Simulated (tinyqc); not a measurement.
Comparisons within one model: nanosheet or nanowire with hard walls, valleys of the Si type. A value that a table varies takes the place of the one given here.

Six ellipsoidal valleys along the cube axes: inverse mass tensor w = 1/mt + (1/ml - 1/mt) a a^T with a the unit axis. Device axes: x along the channel, z = [001], y = z x x.

Hard walls around a W x H rectangle. The block w_c of w in (y, z) confines; the transport mass follows from 1/m_x = w_xx - w_xc w_c^-1 w_cx. The cross-section problem c (w_yy ky^2 + 2 w_yz ky kz + w_zz kz^2), c = hbar^2/2m0, is solved in products sin(n pi y/W) sin(l pi z/H), n, l = 1 to 12; if w_yz = 0 the levels are c pi^2 (w_yy n^2/W^2 + w_zz l^2/H^2). The w_yz term couples (n, l) to (n', l') by -2 c w_yz D_nn'(W) D_ll'(H) with D_nm(L) = 4 n m/(L (n^2 - m^2)) for n + m odd and 0 otherwise.

Without degeneracy the line density is N1 exp((EF - Ec)/kB T) with N1 = sum 2 g sqrt(m_x kB T/(4 pi c)) exp(-E/kB T), here over n, l up to 80 where w_yz = 0 and over all levels of a 12 x 12 sine basis otherwise; the classical value is W H Nc with Nc = 2 g_all (m_dos kB T/(4 pi c))^(3/2), m_dos = (ml mt^2)^(1/3); dVt = kB T ln(W H Nc/N1).

Constants: hbar^2/2m0 = 3.80998211 eV angstrom^2; kB = 8.617333262e-05 eV/K.

Values chosen for the exercise (near those of Si; not measured data): ml = 0.901 m0 (longitudinal mass); mt = 0.187 m0 (transverse mass); T = 300 K (temperature); g_all = 6 (number of valleys); channel = 110 (transport direction x on a (001) wafer); H = 38 angstrom (height, along z = [001]); Ws = (30, 40, 60, 90, 140, 220, 350) angstrom (widths); W = 160 angstrom (width, along y).

## From wire to sheet

Valleys:
```
group  valleys g     w_yy     w_zz   |w_yz|  m_x (m0)
A              2  5.34759  1.10988  0.00000   0.18700
B              4  3.22874  5.34759  0.00000   0.54400
```

Lowest level of each group (groups ordered by w_zz, then w_yy) and dVt against the width.

Results:
```
W (angstrom)  A1 (eV)  B1 (eV)  dVt (mV)
30             0.2523   0.2742     221.5
40             0.1546   0.2151     146.9
60             0.0848   0.1730      91.9
90             0.0537   0.1542      70.8
140            0.0392   0.1455      61.5
220            0.0331   0.1418      56.9
350            0.0305   0.1402      54.3
```

What can be read from the table?

dVt falls from 221 to 54 mV. Group A is lowest at every width, by 22 meV in the narrowest and 110 meV in the widest. At the widest W the lowest level is 0.0305 eV; the film limit c pi^2 w_zz/H^2 of that group is 0.0289 eV.

## Channel direction

The same rectangle along [100] and [110]; groups ordered by w_zz, then w_yy.

Lowest level of each group:
```
channel, group  valleys g   w_yy   w_zz  |w_yz|  m_x (m0)  E (eV)
[100] A                 2  5.348  1.110   0.000     0.187  0.0368
[100] B                 2  1.110  5.348   0.000     0.187  0.1409
[100] C                 2  5.348  5.348   0.000     0.901  0.1471
[110] A                 2  5.348  1.110   0.000     0.187  0.0368
[110] B                 4  3.229  5.348   0.000     0.544  0.1440
```

What does this show, and why?

The lowest subband has m_x = 0.187 m0 and 2 valleys along [100], and 0.187 m0 and 2 valleys along [110]; its edge lies at 0.0368 and 0.0368 eV. These valleys have their axis along z, so turning the channel in the wafer plane leaves them alone; only the higher groups change.

## What each parameter does

E1 and E2 are the two lowest subband edges over all groups. Each row changes one parameter from the base and keeps the others.

Results:
```
case              E1 (eV)  E2 - E1 (meV)  m_x of lowest (m0)  dVt (mV)
base               0.0368           23.6               0.187      59.8
W = 150 angstrom   0.0378           26.8               0.187      60.6
H = 46 angstrom    0.0276           23.6               0.187      50.1
T = 270 K          0.0368           23.6               0.187      56.9
ml = 0.991 m0      0.0341           23.6               0.187      58.2
mt = 0.206 m0      0.0360           21.4               0.206      58.4
```

What does this show?

The largest shifts from the base row, up to three for each result and ties (the steps differ in size, so this ranks the rows, not the parameters). E1 (eV): H -0.0092, ml -0.0026, W +0.0011; unchanged at the printed digits by T. E2 - E1 (meV): W +3.2, mt -2.2; unchanged at the printed digits by H, T and ml. m_x of lowest (m0): mt +0.019; unchanged at the printed digits by W, H, T and ml. dVt (mV): H -9.8, T -3.0, ml -1.6.

Computed by tinyqc, a small Python program: `OMP_NUM_THREADS=1 python tinyqc.py 1250701 1250702 out.jsonl` (the numbers bound the seed that draws the inputs); one thread of a shared host (Intel(R) Xeon(R) Processor @ 2.30GHz), about 0.03 s for the whole set of steps.
